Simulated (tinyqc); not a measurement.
Strain-driven roughening and islands of a mismatched epitaxial film. Changing the misfit |f|. Computed by tinyqc, a small Python program. Command: `OMP_NUM_THREADS=1 python tinyqc.py 3012777 3012778 out.jsonl island sweep`. One thread of a shared host (Intel(R) Xeon(R) Processor @ 2.30GHz), about 0.01 s of CPU time with the checks.

Film and substrate share isotropic elastic constants; the film is coherent and biaxially strained.

Inputs (values chosen for the exercise, for a model film):
```
quantity                                      value       unit
shear modulus G                                35.2        GPa
Poisson ratio nu                               0.28          -
surface energy gamma                          0.634      J/m^2
contact angle of the shallow shape theta_1     10.5    degrees
contact angle of the steep shape theta_2       29.8    degrees
facet energy of shape 1 over gamma            1.008          -
facet energy of shape 2 over gamma            1.026          -
wetting energy gamma_s - gamma                0.063      J/m^2
decay length of wetting delta                  0.27         nm
surface mobility D_s nu_s Omega^2/(k_B T)   3.5e-34  m^6/(J s)
island volume V                              110000       nm^3
```

Transport: surface diffusion.

Constants: e = 1.602176634e-19 C.

Method:
- M = 2 G (1 + nu)/(1 - nu); stress = M f; energy density w = M f^2.
- A ripple A cos(k x) has the surface chemical potential per volume [gamma k^2 - 2 (1 + nu) w k] A cos(k x), so k_c = 2 (1 + nu) w/gamma. With surface diffusion the amplitude grows at the rate q = B k^2 [2 (1 + nu) w k - gamma k^2], fastest at k_m = (3/4) k_c. B is the surface mobility.
- The surface energy depends on thickness as gamma + (gamma_s - gamma) exp(-h/delta). Its curvature adds W2 = (gamma_s - gamma) exp(-h/delta)/delta^2 to the restoring terms; the flat film is stable while W2 > (1 + nu)^2 w^2/gamma, which gives h_c = delta ln[(gamma_s - gamma) gamma/(delta^2 (1 + nu)^2 w^2)], or 0 if negative.
- Shallow faceted island (Tersoff form): E = 4 Gam V^(2/3) tan^(1/3)(theta) - 6 c V tan(theta), Gam = gamma [x/sin(theta) - 1/tan(theta)], x the facet energy over gamma, c = stress^2 (1 - nu)/(2 pi G).
- The barrier is the maximum of E, at V_c = [4 Gam/(9 c)]^3 / tan^2(theta) (1 GPa nm = 1 J/m^2).
- The two energies cross at V_x^(1/3) = 4 [Gam_2 t2^(1/3) - Gam_1 t1^(1/3)]/(6 c (t2 - t1)), t = tan(theta); mu = dE/dV.

One run for each value; columns: (1) misfit |f|; (2) fastest wavelength (nm); (3) wetting-layer thickness h_c (nm); (4) barrier, shape 1 (eV); (5) growth time 1/q at k_m (s); (6) crossing volume V_x (nm^3):
```
(1)      (2)    (3)        (4)        (5)        (6)
0.008  259.0  2.311  5.313e+02  3.905e+04  2.444e+05
0.011  137.0  1.967  1.486e+02  3.056e+03  3.616e+04
0.014   84.6  1.706  5.665e+01  4.439e+02  8.507e+03
0.019   45.9  1.377  1.670e+01  3.857e+01  1.362e+03
0.024   28.8  1.124  6.559e+00  5.951e+00  3.352e+02
0.032   16.2  0.814  2.075e+00  5.958e-01  5.966e+01
0.057    5.1  0.190  2.062e-01  5.879e-03  1.868e+00
0.075    2.9  0.000  6.878e-02  6.544e-04  3.599e-01
```

Give the missing row, misfit |f| = 0.043.

Computed row; columns: (1) misfit |f|; (2) fastest wavelength (nm); (3) wetting-layer thickness h_c (nm); (4) barrier, shape 1 (eV); (5) growth time 1/q at k_m (s); (6) crossing volume V_x (nm^3):
```
(1)    (2)    (3)        (4)        (5)        (6)
0.043  9.0  0.495  6.366e-01  5.605e-02  1.013e+01
```

Interpolating between the two neighbouring rows (the first column on a logarithmic scale, the others too where they are positive) misses most in wetting-layer thickness h_c (nm), by 22 %. Over the rows, fastest wavelength (nm) falls from 259 to 2.95 (exponent d ln y / d ln x about -2.0 throughout); wetting-layer thickness h_c (nm) falls from 2.31 to 0; barrier, shape 1 (eV) falls from 531 to 0.0688 (exponent d ln y / d ln x about -4.0 throughout). The exponent of fastest wavelength stays at -2: gamma over the strain energy density. The exponent of barrier, shape 1 stays at -4: Gam^3/c^2. The exponent of growth time 1/q at k_m stays at -8: the rate goes as gamma k_c^4. The exponent of crossing volume V_x stays at -6: (Gam/c)^3.

Caution (all rows): the shallow-slope form overstates the relaxation of facets steeper than about 25 degrees. Caution (rows 0.0430, 0.0570, 0.0750): a wavelength of a few nanometres is at the limit of continuum theory, where steps and facets rule. Caution (rows 0.0430): a critical island of a few cubic nanometres holds a few hundred atoms at most, and edge energies, left out here, matter. Caution (rows 0.0570, 0.0750): a critical volume below 1 nm^3 holds fewer than a hundred atoms, so a continuum barrier there has no physical meaning. Caution (rows 0.0570, 0.0750): a crossing volume under 5 nm^3 is too small for these continuum energies.

Extremes, crossings and ranges named in words are read from the listed rows.
